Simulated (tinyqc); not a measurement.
What each parameter does: cyclotron resonance of ellipsoidal valleys, Ge type.

Valleys along [111], [-111], [1-11], [11-1], mass ml along the axis and mt across it. B lies in the (1-10) plane, b = (sin(theta)/sqrt2, sin(theta)/sqrt2, cos(theta)). For the angle phi between B and the axis, 1/mc^2 = cos^2(phi)/mt^2 + sin^2(phi)/(mt ml). Resonance: h nu = 2 muB B/mc, h = 2 pi hbar.

Constants: hbar = 6.58211957e-16 eV s; muB = 5.788381798e-05 eV/T.

Parameters, chosen for this exercise (near those of Ge; the results hold for these values, not for the real material):

| symbol | value | unit | meaning |
|---|---|---|---|
| ml | 1.594 | m0 | longitudinal mass |
| mt | 0.086 | m0 | transverse mass |
| theta | 40 | degrees | angle of B from [001] towards [110] |
| nu | 9.4 | GHz | microwave frequency |

Resonance fields B = h nu mc/(2 muB) of the valleys [111], [-111] and [11-1].

One parameter was then changed.

Results before and after:

| case | [111] (T) | [-111] (T) | [11-1] (T) |
|---|---|---|---|
| base | 0.0298 | 0.0591 | 0.1175 |
| changed | 0.0267 | 0.0534 | 0.1105 |

Which of these changes was made? (a) theta = 36 degrees; (b) mt = 0.077 m0; (c) nu = 10.34 GHz; (d) ml = 1.833 m0.

Answer: (b) mt = 0.077 m0. Of the candidates, run in turn, only this one gives the changed row.

All candidates:

| case | [111] (T) | [-111] (T) | [11-1] (T) |
|---|---|---|---|
| base | 0.0298 | 0.0591 | 0.1175 |
| ml = 1.833 m0 | 0.0298 | 0.0598 | 0.1250 |
| mt = 0.077 m0 | 0.0267 | 0.0534 | 0.1105 |
| theta = 36 degrees | 0.0304 | 0.0566 | 0.1242 |
| nu = 10.34 GHz | 0.0328 | 0.0650 | 0.1293 |

(tinyqc, `OMP_NUM_THREADS=1 python tinyqc.py 1252679 1252680 out.jsonl`, Intel(R) Xeon(R) Processor @ 2.30GHz, 1 thread, shared host, about 0.01 s.)
